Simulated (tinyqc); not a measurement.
# The time step

Model: Cahn-Hilliard equation on a periodic one-dimensional grid. Computed by tinyqc, a small Python program. Command: `OMP_NUM_THREADS=1 python tinyqc.py 3014022 3014023 out.jsonl cahn sweep`. One thread of a shared host (Intel(R) Xeon(R) Processor @ 2.30GHz), about 0.9 s of CPU time with the checks.

Free energy F = h sum_j [A (c_j^2 - 1)^2/4 + (kappa/2) ((c_(j+1) - c_j)/h)^2]; dc/dt = Lap(mu), mu = A (c^3 - c) - kappa Lap(c), Lap(y)_j = (y_(j+1) - 2 y_j + y_(j-1))/h^2, mobility 1; the grid has n = 16 points.

Inputs (values chosen for the exercise, in reduced units):
```
quantity                    value  unit
spacing h                    0.86     -
well depth A                  0.7     -
gradient coefficient kappa   0.67     -
mean composition c0          0.25     -
noise amplitude              0.05     -
end time                      150     -
```

Scheme: semi-implicit Fourier.

random numbers: -0.642  0.393  0.777  -0.392  0.439  -0.519  0.944  0.681  0.904  -0.407  0.352  -0.687  -0.950  -0.008  -0.629  -0.787

Method:
- f'' = A (3 c0^2 - 1). Mode m has lambda_m = (4/h^2) sin^2(pi m/n) and the rate w_m = -lambda_m (f'' + kappa lambda_m). In the continuum the fastest wavelength is 2 pi sqrt(2 kappa/|f''|) with the rate f''^2/(4 kappa). Explicit steps near c = +-1, where f'' = 2A, are stable for dt < 2/(16 kappa/h^4 + 8 A/h^2).
- Start: c_j = c0 + amplitude x (z_j - mean of z).
- With Fourier components y_m = sum_j y_j exp(-2 pi i j m/n): c_m(new) = [c_m - dt lambda_m N_m]/(1 + dt kappa lambda_m^2), N = A (c^3 - c), lambda_m = (4/h^2) sin^2(pi m/n).
- Run to the end time; break off if |c| exceeds 3 or F has risen by more than 1e-9 in more than 30 steps. Domains = stretches with c > c0.

One run for each value:
```
time step dt  F at the end  F after one step  explicit limit of dt
0.016                1.268             2.121               0.07361
0.026                1.268             2.120               0.07361
0.041                1.268             2.119               0.07361
0.067                1.268             2.118               0.07361
0.110                1.268             2.118               0.07361
0.180                1.268             2.117               0.07361
0.290                1.268             2.117               0.07361
```

Describe and explain the trends.

Over the rows, F at the end rises from 1.268228 to 1.268229; F after one step falls from 2.121 to 2.117 (exponent d ln y / d ln x -8.2e-4 between the first rows and -4.5e-4 between the last); explicit limit of dt does not change. Against the smallest step the final F differs by at most 1.1e-4 %: the implicit fourth-order term lets dt pass the explicit limit.

Extremes, crossings and ranges named in words are read from the listed rows.
